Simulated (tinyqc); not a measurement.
Worked calculation (part 2 of 3): UHF in the sto-3g basis, for BeH+, spin multiplicity 1. This run ends on a higher stationary point, not on the lowest solution. Computed by tinyqc, a small Python program that keeps every step (integrals from PySCF). Command: `OMP_NUM_THREADS=1 python tinyqc.py 21502 21503 out.jsonl` (the two numbers bound the seeds that draw the settings). One thread of a shared host (Intel(R) Xeon(R) Processor @ 2.60GHz), about 0.2 s of CPU time with the checks.

Geometry (angstrom):
```
atom        x        y        z
Be    0.00000  0.00000  0.00000
H     0.00000  0.00000  1.85000
```

## Iteration 3: building the Fock matrix

D(alpha) after iteration 2, order 1Be 1s, 1Be 2s, 1Be 2px, 1Be 2py, 1Be 2pz, 2H 1s:
```
[[1.01929, -0.08406, -0.03884, 0.02358, -0.05296, -0.09583],
 [-0.08406, 0.36467, 0.12891, -0.07826, 0.16794, 0.30444],
 [-0.03884, 0.12891, 0.04565, -0.02771, 0.05950, 0.10786],
 [0.02358, -0.07826, -0.02771, 0.01682, -0.03612, -0.06547],
 [-0.05296, 0.16794, 0.05950, -0.03612, 0.07755, 0.14057],
 [-0.09583, 0.30444, 0.10786, -0.06547, 0.14057, 0.25482]]
```

D(beta) after iteration 2, order 1Be 1s, 1Be 2s, 1Be 2px, 1Be 2py, 1Be 2pz, 2H 1s:
```
[[1.01929, -0.08406, 0.03884, -0.02358, -0.05296, -0.09583],
 [-0.08406, 0.36467, -0.12891, 0.07826, 0.16794, 0.30444],
 [0.03884, -0.12891, 0.04565, -0.02771, -0.05950, -0.10786],
 [-0.02358, 0.07826, -0.02771, 0.01682, 0.03612, 0.06547],
 [-0.05296, 0.16794, -0.05950, 0.03612, 0.07755, 0.14057],
 [-0.09583, 0.30444, -0.10786, 0.06547, 0.14057, 0.25482]]
```

core Hamiltonian H = T + V (hartree), order 1Be 1s, 1Be 2s, 1Be 2px, 1Be 2py, 1Be 2pz, 2H 1s:
```
[[-8.15316, -2.00649, 0.00000, 0.00000, -0.00944, -0.17783],
 [-2.00649, -2.38412, 0.00000, 0.00000, -0.09521, -0.61724],
 [0.00000, 0.00000, -1.89406, 0.00000, 0.00000, 0.00000],
 [0.00000, 0.00000, 0.00000, -1.89406, 0.00000, 0.00000],
 [-0.00944, -0.09521, 0.00000, 0.00000, -1.95970, -0.73860],
 [-0.17783, -0.61724, 0.00000, 0.00000, -0.73860, -1.60983]]
```

Two-electron integrals (ij|kl) in chemists' order, unique and non-zero (hartree):
```
(11|11) 2.29883   (21|11) 0.39204   (21|21) 0.07954   (22|11) 0.57099
(22|21) 0.14304   (22|22) 0.41768   (31|31) 0.01461   (32|31) 0.02189
(32|32) 0.09226   (33|11) 0.56958   (33|21) 0.14308   (33|22) 0.41759
(33|33) 0.44986   (41|41) 0.01461   (42|41) 0.02189   (42|42) 0.09226
(43|43) 0.02425   (44|11) 0.56958   (44|21) 0.14308   (44|22) 0.41759
(44|33) 0.40136   (44|44) 0.44986   (51|51) 0.01461   (52|51) 0.02189
(52|52) 0.09226   (53|53) 0.02425   (54|54) 0.02425   (55|11) 0.56958
(55|21) 0.14308   (55|22) 0.41759   (55|33) 0.40136   (55|44) 0.40136
(55|55) 0.44986   (61|11) 0.03362   (61|21) 0.00682   (61|22) 0.01238
(61|33) 0.01230   (61|44) 0.01230   (61|51) 0.00062   (61|52) 0.00117
(61|55) 0.01255   (61|61) 0.00061   (62|11) 0.11154   (62|21) 0.02851
(62|22) 0.09498   (62|33) 0.09107   (62|44) 0.09107   (62|51) 0.00364
(62|52) 0.02522   (62|55) 0.10271   (62|61) 0.00271   (62|62) 0.03734
(63|31) 0.00217   (63|32) 0.01112   (63|53) 0.00400   (63|63) 0.00274
(64|41) 0.00217   (64|42) 0.01112   (64|54) 0.00400   (64|64) 0.00274
(65|11) 0.13226   (65|21) 0.03412   (65|22) 0.11844   (65|33) 0.11164
(65|44) 0.11164   (65|51) 0.00572   (65|52) 0.03859   (65|55) 0.13191
(65|61) 0.00334   (65|62) 0.05199   (65|65) 0.07363   (66|11) 0.28575
(66|21) 0.07411   (66|22) 0.27723   (66|33) 0.25908   (66|44) 0.25908
(66|51) 0.00931   (66|52) 0.08760   (66|55) 0.31312   (66|61) 0.00708
(66|62) 0.14845   (66|65) 0.21627   (66|66) 0.77461
```

nuclear repulsion = 1.1441669 hartree

J_ij = sum D_kl (ij|kl) with D = D(alpha) + D(beta), K_ij = sum D_kl (ik|jl) for each spin; F = H + J - K(s); E = tr D H + tr D J / 2 - 0.5 sum_s tr D(s) K(s) + E_nn.

Coulomb J (hartree), order 1Be 1s, 1Be 2s, 1Be 2px, 1Be 2py, 1Be 2pz, 2H 1s:
```
[[5.47346, 1.00592, 0.00000, 0.00000, 0.02377, 0.08796],
 [1.00592, 1.85630, 0.00000, 0.00000, 0.15396, 0.47988],
 [0.00000, 0.00000, 1.83542, -0.00269, 0.00000, 0.00000],
 [0.00000, 0.00000, -0.00269, 1.83263, 0.00000, 0.00000],
 [0.02377, 0.15396, 0.00000, 0.00000, 1.89154, 0.61731],
 [0.08796, 0.47988, 0.00000, 0.00000, 0.61731, 1.59207]]
```

exchange K(alpha) (hartree), order 1Be 1s, 1Be 2s, 1Be 2px, 1Be 2py, 1Be 2pz, 2H 1s:
```
[[2.30637, 0.40262, 0.00014, -0.00008, -0.00180, 0.03413],
 [0.40262, 0.29124, 0.07034, -0.04270, 0.15012, 0.20996],
 [0.00014, 0.07034, 0.07586, -0.01180, 0.03780, 0.04773],
 [-0.00008, -0.04270, -0.01180, 0.06359, -0.02294, -0.02898],
 [-0.00180, 0.15012, 0.03780, -0.02294, 0.15950, 0.19343],
 [0.03413, 0.20996, 0.04773, -0.02898, 0.19343, 0.38400]]
```

exchange K(beta) (hartree), order 1Be 1s, 1Be 2s, 1Be 2px, 1Be 2py, 1Be 2pz, 2H 1s:
```
[[2.30637, 0.40262, -0.00014, 0.00008, -0.00180, 0.03413],
 [0.40262, 0.29124, -0.07034, 0.04270, 0.15012, 0.20996],
 [-0.00014, -0.07034, 0.07586, -0.01180, -0.03780, -0.04773],
 [0.00008, 0.04270, -0.01180, 0.06359, 0.02294, 0.02898],
 [-0.00180, 0.15012, -0.03780, 0.02294, 0.15950, 0.19343],
 [0.03413, 0.20996, -0.04773, 0.02898, 0.19343, 0.38400]]
```

F(alpha) (hartree), order 1Be 1s, 1Be 2s, 1Be 2px, 1Be 2py, 1Be 2pz, 2H 1s:
```
[[-4.98607, -1.40320, -0.00014, 0.00008, 0.01613, -0.12400],
 [-1.40320, -0.81906, -0.07034, 0.04270, -0.09138, -0.34732],
 [-0.00014, -0.07034, -0.13449, 0.00911, -0.03780, -0.04773],
 [0.00008, 0.04270, 0.00911, -0.12502, 0.02294, 0.02898],
 [0.01613, -0.09138, -0.03780, 0.02294, -0.22766, -0.31472],
 [-0.12400, -0.34732, -0.04773, 0.02898, -0.31472, -0.40176]]
```

F(beta) (hartree), order 1Be 1s, 1Be 2s, 1Be 2px, 1Be 2py, 1Be 2pz, 2H 1s:
```
[[-4.98607, -1.40320, 0.00014, -0.00008, 0.01613, -0.12400],
 [-1.40320, -0.81906, 0.07034, -0.04270, -0.09138, -0.34732],
 [0.00014, 0.07034, -0.13449, 0.00911, 0.03780, 0.04773],
 [-0.00008, -0.04270, 0.00911, -0.12502, -0.02294, -0.02898],
 [0.01613, -0.09138, 0.03780, -0.02294, -0.22766, -0.31472],
 [-0.12400, -0.34732, 0.04773, -0.02898, -0.31472, -0.40176]]
```

total energy of this density = -14.5868220 hartree

## Iteration 3: DIIS over 3 matrices

error matrix X^T (FDS - SDF) X (alpha):
```
[[0.00000, -0.00265, 0.00133, 0.00573, -0.00318, 0.00523],
 [0.00265, 0.00000, 0.00350, 0.01504, -0.00460, 0.00646],
 [-0.00133, -0.00350, 0.00000, 0.00000, -0.00066, 0.00715],
 [-0.00573, -0.01504, 0.00000, 0.00000, -0.00284, 0.03075],
 [0.00318, 0.00460, 0.00066, 0.00284, 0.00000, -0.00628],
 [-0.00523, -0.00646, -0.00715, -0.03075, 0.00628, 0.00000]]
```

B (overlaps of the stored error matrices):
```
[[2.2366261e-01, 3.9168825e-02, 1.4415823e-02],
 [3.9168825e-02, 1.7619842e-02, 9.5743253e-03],
 [1.4415823e-02, 9.5743253e-03, 5.7021842e-03]]
```

Minimise |sum c_i e_i|^2 with sum c_i = 1: solve [B -1; -1 0][c; lambda] = [0; -1] with B_ij = tr e_i^T e_j summed over both spins, and take F = sum c_i F_i.

DIIS coefficients: [0.11097, -1.48306, 2.37209]

extrapolated F(alpha) (hartree), order 1Be 1s, 1Be 2s, 1Be 2px, 1Be 2py, 1Be 2pz, 2H 1s:
```
[[-4.99153, -1.40099, 0.00022, -0.00013, 0.01768, -0.12376],
 [-1.40099, -0.84695, -0.03821, 0.02320, -0.09272, -0.35844],
 [0.00022, -0.03821, -0.12064, -0.00291, -0.01267, -0.01684],
 [-0.00013, 0.02320, -0.00291, -0.12367, 0.00769, 0.01022],
 [0.01768, -0.09272, -0.01267, 0.00769, -0.22743, -0.31067],
 [-0.12376, -0.35844, -0.01684, 0.01022, -0.31067, -0.39711]]
```

extrapolated F(beta) (hartree), order 1Be 1s, 1Be 2s, 1Be 2px, 1Be 2py, 1Be 2pz, 2H 1s:
```
[[-4.99153, -1.40099, -0.00022, 0.00013, 0.01768, -0.12376],
 [-1.40099, -0.84695, 0.03821, -0.02320, -0.09272, -0.35844],
 [-0.00022, 0.03821, -0.12064, -0.00291, 0.01267, 0.01684],
 [0.00013, -0.02320, -0.00291, -0.12367, -0.00769, -0.01022],
 [0.01768, -0.09272, 0.01267, -0.00769, -0.22743, -0.31067],
 [-0.12376, -0.35844, 0.01684, -0.01022, -0.31067, -0.39711]]
```

## Iteration 3: diagonalisation and new density

X, order 1Be 1s, 1Be 2s, 1Be 2px, 1Be 2py, 1Be 2pz, 2H 1s:
```
[[0.34273, 0.74767, 0.00000, 0.00000, 0.58148, 0.24722],
 [-0.71042, -0.55101, 0.00000, 0.00000, 0.43503, 0.42484],
 [0.00000, 0.00000, 0.69913, 0.71500, 0.00000, 0.00000],
 [0.00000, 0.00000, 0.71500, -0.69913, 0.00000, 0.00000],
 [-0.68408, 0.54422, 0.00000, 0.00000, -0.50127, 0.38490],
 [0.90872, -0.30307, 0.00000, 0.00000, -0.25656, 0.52865]]
```

Diagonalise F' = X^T F X, C = X C', fill 2 alpha and 2 beta electrons from the bottom; D(s) = C_occ C_occ^T. Each column has its largest component positive (the first on a tie).

F' = X^T F X (alpha) (hartree):
```
[[-0.09236, -0.59968, 0.00546, 0.02345, -0.53862, -0.25479],
 [-0.59968, -1.88808, 0.00515, 0.02214, -1.95296, -0.89906],
 [0.00546, 0.00515, -0.12510, 0.00145, -0.00154, -0.00794],
 [0.02345, 0.02214, 0.00145, -0.11922, -0.00664, -0.03414],
 [-0.53862, -1.95296, -0.00154, -0.00664, -2.57291, -1.22766],
 [-0.25479, -0.89906, -0.00794, -0.03414, -1.22766, -1.24362]]
```

orbital energies (alpha) (hartree): [-4.99426, -0.64608, -0.25503, -0.12544, -0.11443, 0.09395]

coefficients C (alpha), order 1Be 1s, 1Be 2s, 1Be 2px, 1Be 2py, 1Be 2pz, 2H 1s:
```
[[0.99309, -0.20322, -0.19282, 0.00000, 0.03194, 0.09985],
 [0.02569, 0.67659, 0.71173, 0.00000, -0.10676, -0.44907],
 [0.00014, 0.07072, 0.09641, 0.51892, 0.84439, 0.05863],
 [-0.00009, -0.04293, -0.05853, 0.85482, -0.51258, -0.03559],
 [-0.00239, 0.25215, -0.58436, 0.00000, 0.10563, -0.86449],
 [-0.00255, 0.48634, -0.39837, 0.00000, -0.05979, 0.92958]]
```

F' = X^T F X (beta) (hartree):
```
[[-0.09236, -0.59968, -0.00546, -0.02345, -0.53862, -0.25479],
 [-0.59968, -1.88808, -0.00515, -0.02214, -1.95296, -0.89906],
 [-0.00546, -0.00515, -0.12510, 0.00145, 0.00154, 0.00794],
 [-0.02345, -0.02214, 0.00145, -0.11922, 0.00664, 0.03414],
 [-0.53862, -1.95296, 0.00154, 0.00664, -2.57291, -1.22766],
 [-0.25479, -0.89906, 0.00794, 0.03414, -1.22766, -1.24362]]
```

orbital energies (beta) (hartree): [-4.99426, -0.64608, -0.25503, -0.12544, -0.11443, 0.09395]

coefficients C (beta), order 1Be 1s, 1Be 2s, 1Be 2px, 1Be 2py, 1Be 2pz, 2H 1s:
```
[[0.99309, -0.20322, -0.19282, 0.00000, -0.03194, 0.09985],
 [0.02569, 0.67659, 0.71173, 0.00000, 0.10676, -0.44907],
 [-0.00014, -0.07072, -0.09641, 0.51892, 0.84439, -0.05863],
 [0.00009, 0.04293, 0.05853, 0.85482, -0.51258, 0.03559],
 [-0.00239, 0.25215, -0.58436, 0.00000, -0.10563, -0.86449],
 [-0.00255, 0.48634, -0.39837, 0.00000, 0.05979, 0.92958]]
```

D(alpha) after iteration 3, order 1Be 1s, 1Be 2s, 1Be 2px, 1Be 2py, 1Be 2pz, 2H 1s:
```
[[1.02753, -0.11198, -0.01423, 0.00864, -0.05361, -0.10137],
 [-0.11198, 0.45843, 0.04785, -0.02905, 0.17054, 0.32899],
 [-0.01423, 0.04785, 0.00500, -0.00304, 0.01783, 0.03439],
 [0.00864, -0.02905, -0.00304, 0.00184, -0.01082, -0.02088],
 [-0.05361, 0.17054, 0.01783, -0.01082, 0.06359, 0.12264],
 [-0.10137, 0.32899, 0.03439, -0.02088, 0.12264, 0.23653]]
```

D(beta) after iteration 3, order 1Be 1s, 1Be 2s, 1Be 2px, 1Be 2py, 1Be 2pz, 2H 1s:
```
[[1.02753, -0.11198, 0.01423, -0.00864, -0.05361, -0.10137],
 [-0.11198, 0.45843, -0.04785, 0.02905, 0.17054, 0.32899],
 [0.01423, -0.04785, 0.00500, -0.00304, -0.01783, -0.03439],
 [-0.00864, 0.02905, -0.00304, 0.00184, 0.01082, 0.02088],
 [-0.05361, 0.17054, -0.01783, 0.01082, 0.06359, 0.12264],
 [-0.10137, 0.32899, -0.03439, 0.02088, 0.12264, 0.23653]]
```

## Iteration 4: building the Fock matrix

As before.

Coulomb J (hartree), order 1Be 1s, 1Be 2s, 1Be 2px, 1Be 2py, 1Be 2pz, 2H 1s:
```
[[5.48558, 1.00789, 0.00000, 0.00000, 0.02355, 0.08812],
 [1.00789, 1.86034, 0.00000, 0.00000, 0.15134, 0.47804],
 [0.00000, 0.00000, 1.83850, -0.00029, 0.00000, 0.00000],
 [0.00000, 0.00000, -0.00029, 1.83819, 0.00000, 0.00000],
 [0.02355, 0.15134, 0.00000, 0.00000, 1.89492, 0.61401],
 [0.08812, 0.47804, 0.00000, 0.00000, 0.61401, 1.57437]]
```

exchange K(alpha) (hartree), order 1Be 1s, 1Be 2s, 1Be 2px, 1Be 2py, 1Be 2pz, 2H 1s:
```
[[2.30977, 0.39979, 0.00008, -0.00005, -0.00201, 0.03353],
 [0.39979, 0.31941, 0.02556, -0.01552, 0.15117, 0.21905],
 [0.00008, 0.02556, 0.06475, -0.00129, 0.01157, 0.01575],
 [-0.00005, -0.01552, -0.00129, 0.06340, -0.00702, -0.00956],
 [-0.00201, 0.15117, 0.01157, -0.00702, 0.15518, 0.18642],
 [0.03353, 0.21905, 0.01575, -0.00956, 0.18642, 0.37173]]
```

exchange K(beta) (hartree), order 1Be 1s, 1Be 2s, 1Be 2px, 1Be 2py, 1Be 2pz, 2H 1s:
```
[[2.30977, 0.39979, -0.00008, 0.00005, -0.00201, 0.03353],
 [0.39979, 0.31941, -0.02556, 0.01552, 0.15117, 0.21905],
 [-0.00008, -0.02556, 0.06475, -0.00129, -0.01157, -0.01575],
 [0.00005, 0.01552, -0.00129, 0.06340, 0.00702, 0.00956],
 [-0.00201, 0.15117, -0.01157, 0.00702, 0.15518, 0.18642],
 [0.03353, 0.21905, -0.01575, 0.00956, 0.18642, 0.37173]]
```

F(alpha) (hartree), order 1Be 1s, 1Be 2s, 1Be 2px, 1Be 2py, 1Be 2pz, 2H 1s:
```
[[-4.97735, -1.39839, -0.00008, 0.00005, 0.01612, -0.12324],
 [-1.39839, -0.84319, -0.02556, 0.01552, -0.09505, -0.35825],
 [-0.00008, -0.02556, -0.12030, 0.00100, -0.01157, -0.01575],
 [0.00005, 0.01552, 0.00100, -0.11927, 0.00702, 0.00956],
 [0.01612, -0.09505, -0.01157, 0.00702, -0.21996, -0.31102],
 [-0.12324, -0.35825, -0.01575, 0.00956, -0.31102, -0.40719]]
```

F(beta) (hartree), order 1Be 1s, 1Be 2s, 1Be 2px, 1Be 2py, 1Be 2pz, 2H 1s:
```
[[-4.97735, -1.39839, 0.00008, -0.00005, 0.01612, -0.12324],
 [-1.39839, -0.84319, 0.02556, -0.01552, -0.09505, -0.35825],
 [0.00008, 0.02556, -0.12030, 0.00100, 0.01157, 0.01575],
 [-0.00005, -0.01552, 0.00100, -0.11927, -0.00702, -0.00956],
 [0.01612, -0.09505, 0.01157, -0.00702, -0.21996, -0.31102],
 [-0.12324, -0.35825, 0.01575, -0.00956, -0.31102, -0.40719]]
```

total energy of this density = -14.6034862 hartree

## Iteration 4: DIIS over 4 matrices

error matrix X^T (FDS - SDF) X (alpha):
```
[[0.00000, 0.00427, 0.00022, 0.00097, 0.00234, -0.00557],
 [-0.00427, 0.00000, 0.00104, 0.00445, 0.00043, -0.00071],
 [-0.00022, -0.00104, 0.00000, 0.00000, -0.00024, 0.00220],
 [-0.00097, -0.00445, 0.00000, 0.00000, -0.00103, 0.00948],
 [-0.00234, -0.00043, 0.00024, 0.00103, 0.00000, 0.00193],
 [0.00557, 0.00071, -0.00220, -0.00948, -0.00193, 0.00000]]
```

B (overlaps of the stored error matrices):
```
[[2.2366261e-01, 3.9168825e-02, 1.4415823e-02, 8.5123506e-03],
 [3.9168825e-02, 1.7619842e-02, 9.5743253e-03, 2.6643043e-03],
 [1.4415823e-02, 9.5743253e-03, 5.7021842e-03, 1.2805778e-03],
 [8.5123506e-03, 2.6643043e-03, 1.2805778e-03, 7.0755369e-04]]
```

As before.

DIIS coefficients: [0.01904, -0.54306, 0.71892, 0.80510]

extrapolated F(alpha) (hartree), order 1Be 1s, 1Be 2s, 1Be 2px, 1Be 2py, 1Be 2pz, 2H 1s:
```
[[-4.98640, -1.39989, 0.00022, -0.00013, 0.01694, -0.12334],
 [-1.39989, -0.85146, -0.02044, 0.01241, -0.09398, -0.36187],
 [0.00022, -0.02044, -0.11856, -0.00293, -0.00605, -0.01035],
 [-0.00013, 0.01241, -0.00293, -0.12161, 0.00367, 0.00628],
 [0.01694, -0.09398, -0.00605, 0.00367, -0.22329, -0.31116],
 [-0.12334, -0.36187, -0.01035, 0.00628, -0.31116, -0.40343]]
```

extrapolated F(beta) (hartree), order 1Be 1s, 1Be 2s, 1Be 2px, 1Be 2py, 1Be 2pz, 2H 1s:
```
[[-4.98640, -1.39989, -0.00022, 0.00013, 0.01694, -0.12334],
 [-1.39989, -0.85146, 0.02044, -0.01241, -0.09398, -0.36187],
 [-0.00022, 0.02044, -0.11856, -0.00293, 0.00605, 0.01035],
 [0.00013, -0.01241, -0.00293, -0.12161, -0.00367, -0.00628],
 [0.01694, -0.09398, 0.00605, -0.00367, -0.22329, -0.31116],
 [-0.12334, -0.36187, 0.01035, -0.00628, -0.31116, -0.40343]]
```

## Iteration 4: diagonalisation and new density

As before.

F' = X^T F X (alpha) (hartree):
```
[[-0.09343, -0.59960, 0.00247, 0.01063, -0.53490, -0.25628],
 [-0.59960, -1.88785, 0.00299, 0.01284, -1.95206, -0.89382],
 [0.00247, 0.00299, -0.12305, 0.00146, -0.00082, -0.00435],
 [0.01063, 0.01284, 0.00146, -0.11712, -0.00351, -0.01872],
 [-0.53490, -1.95206, -0.00082, -0.00351, -2.56935, -1.22746],
 [-0.25628, -0.89382, -0.00435, -0.01872, -1.22746, -1.24723]]
```

orbital energies (alpha) (hartree): [-4.98914, -0.64979, -0.25308, -0.12339, -0.11534, 0.09271]

coefficients C (alpha), order 1Be 1s, 1Be 2s, 1Be 2px, 1Be 2py, 1Be 2pz, 2H 1s:
```
[[0.99305, -0.20358, -0.19533, 0.00000, 0.01844, 0.09800],
 [0.02584, 0.67703, 0.72119, 0.00000, -0.06285, -0.44153],
 [0.00006, 0.03840, 0.05208, 0.51892, 0.85207, 0.02267],
 [-0.00003, -0.02331, -0.03162, 0.85482, -0.51725, -0.01376],
 [-0.00218, 0.24718, -0.58031, 0.00000, 0.04758, -0.87375],
 [-0.00270, 0.49184, -0.40352, 0.00000, -0.02214, 0.92611]]
```

F' = X^T F X (beta) (hartree):
```
[[-0.09343, -0.59960, -0.00247, -0.01063, -0.53490, -0.25628],
 [-0.59960, -1.88785, -0.00299, -0.01284, -1.95206, -0.89382],
 [-0.00247, -0.00299, -0.12305, 0.00146, 0.00082, 0.00435],
 [-0.01063, -0.01284, 0.00146, -0.11712, 0.00351, 0.01872],
 [-0.53490, -1.95206, 0.00082, 0.00351, -2.56935, -1.22746],
 [-0.25628, -0.89382, 0.00435, 0.01872, -1.22746, -1.24723]]
```

orbital energies (beta) (hartree): [-4.98914, -0.64979, -0.25308, -0.12339, -0.11534, 0.09271]

coefficients C (beta), order 1Be 1s, 1Be 2s, 1Be 2px, 1Be 2py, 1Be 2pz, 2H 1s:
```
[[0.99305, -0.20358, -0.19533, 0.00000, -0.01844, 0.09800],
 [0.02584, 0.67703, 0.72119, 0.00000, 0.06285, -0.44153],
 [-0.00006, -0.03840, -0.05208, 0.51892, 0.85207, -0.02267],
 [0.00003, 0.02331, 0.03162, 0.85482, -0.51725, 0.01376],
 [-0.00218, 0.24718, -0.58031, 0.00000, -0.04758, -0.87375],
 [-0.00270, 0.49184, -0.40352, 0.00000, 0.02214, 0.92611]]
```

D(alpha) after iteration 4, order 1Be 1s, 1Be 2s, 1Be 2px, 1Be 2py, 1Be 2pz, 2H 1s:
```
[[1.02760, -0.11217, -0.00776, 0.00471, -0.05249, -0.10281],
 [-0.11217, 0.45904, 0.02600, -0.01578, 0.16729, 0.33292],
 [-0.00776, 0.02600, 0.00147, -0.00090, 0.00949, 0.01889],
 [0.00471, -0.01578, -0.00090, 0.00054, -0.00576, -0.01146],
 [-0.05249, 0.16729, 0.00949, -0.00576, 0.06110, 0.12158],
 [-0.10281, 0.33292, 0.01889, -0.01146, 0.12158, 0.24192]]
```

D(beta) after iteration 4, order 1Be 1s, 1Be 2s, 1Be 2px, 1Be 2py, 1Be 2pz, 2H 1s:
```
[[1.02760, -0.11217, 0.00776, -0.00471, -0.05249, -0.10281],
 [-0.11217, 0.45904, -0.02600, 0.01578, 0.16729, 0.33292],
 [0.00776, -0.02600, 0.00147, -0.00090, -0.00949, -0.01889],
 [-0.00471, 0.01578, -0.00090, 0.00054, 0.00576, 0.01146],
 [-0.05249, 0.16729, -0.00949, 0.00576, 0.06110, 0.12158],
 [-0.10281, 0.33292, -0.01889, 0.01146, 0.12158, 0.24192]]
```
